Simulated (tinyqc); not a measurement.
Vertical double-diffused power MOSFET, components of the on-resistance: one step of the calculation.

Stripe cells of pitch Wp + a, two channels a cell. Current flows through the channels, spreads in the accumulation layer, passes the gap between the p bodies and spreads at 45 degrees into the drift layer below them. Low drain voltage, full ionisation.

Question. Components of the on-resistance. Pitch p = Wp + a, Cox = 3.9 eps0/tox; zero-bias depletion in the gap w0 = sqrt(2 eps0 eps_r Vbi/(q N Nj)), open gap g = a - 2 w0; R_ch = Lc p/(2 mch Cox Vov); R_acc = 0.6 a p/(4 mac Cox Vov), 0.6 being an empirical factor for current leaving the layer along its length; R_gap = (rho/Nj) xp p/g; spreading depth t = min(W, (p - g)/2); R_drift = (rho p/2) ln((g + 2 t)/g) + rho (W - t); R_on = the sum with Rs.

Parameters, values chosen for the exercise; bulk values close to those of silicon:
- eps_r = 11.9 (relative permittivity)
- tox = 48 nm (gate oxide thickness (eps_r 3.9))
- Vov = 5 V (gate overdrive)
- mch = 320 cm^2/(V s) (channel mobility)
- mac = 880 cm^2/(V s) (accumulation-layer mobility)
- Lc = 0.7 um (channel length)
- Wp = 2.4 um (width of the p body in one cell, channels included)
- a = 2.3 um (gap between neighbouring p bodies)
- xp = 1.7 um (depth of the p body)
- Nj = 3 (doping of the gap over the drift doping)
- Vbi = 0.784 V (built-in voltage of the body junction)
- Rs = 0.24 mohm cm^2 (substrate and contact resistance)

Constants: q = 1.602176634e-19 C, eps0 = 8.8541878128e-14 F/cm where lengths are in cm. Results are converted to the units shown.

drift doping N = 4.2471772e15 cm^-3
drift thickness W = 5.5649012 um
electron mobility mu at T = 1250 cm^2/(V s)
drift resistivity rho = 1.1756532 ohm cm

Find: w0; g; components; R_on; shares.

Answer.

w0 = 0.2845 um
g = 1.731 um
components (mohm cm^2): channel 0.1429, accumulation 0.05123, gap 0.1809, drift 0.7557, substrate 0.2400
R_on = 1.371 mohm cm^2
shares (%): channel 10.43, accumulation 3.74, gap 13.20, drift 55.13, substrate 17.51

The drift term is the largest. R_on is 2.10 times the ideal drift resistance rho W, and spreading raises the drift term to 1.16 times it.

tinyqc, about 0.01 s, one thread, Intel Xeon 2.30GHz (shared host): `OMP_NUM_THREADS=1 python tinyqc.py 2230135 2230136 out.jsonl`
